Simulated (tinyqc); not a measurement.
Kinetics of strain relaxation and threading dislocations in mismatched semiconductor layers: one step, computed by the program tinyqc.

60-degree dislocations on {111} planes of a (001) layer, isotropic elasticity. The Schmid factor is 1/sqrt(6), and a misfit segment relieves strain with b/2.

Question. Excess stress and glide velocity at the start. Excess resolved stress tau = (1/sqrt 6) [2 G (1 + nu)/(1 - nu)] (e - e_eq), e_eq = b (1 - nu/4) [ln(h/b) + 1]/(4 pi (1 + nu) h), the Matthews-Blakeslee strain of an uncapped layer; glide velocity v = v0 tau exp(-Q/(k_B T)), tau in MPa.

Inputs (values chosen for the exercise, modelled on Si(0.7)Ge(0.3) on Si):
```
quantity                   value         unit
misfit f                   0.012            -
shear modulus G             60.7          GPa
Poisson ratio nu            0.27            -
Burgers vector b            3.89     angstrom
glide activation energy Q      2           eV
velocity prefactor v0      26000  m/s per MPa
layer thickness h             62           nm
anneal temperature T         910            K
```

Constants: k_B = 8.617333262e-05 eV/K.

Give: equilibrium strain e_eq; excess stress tau; mobility v/tau; initial velocity.

Answer.

equilibrium strain e_eq = 0.0022257

excess stress tau = 842.77 MPa

mobility v/tau = 2.1804e-07 m/s per MPa

initial velocity = 183.76 micrometre/s
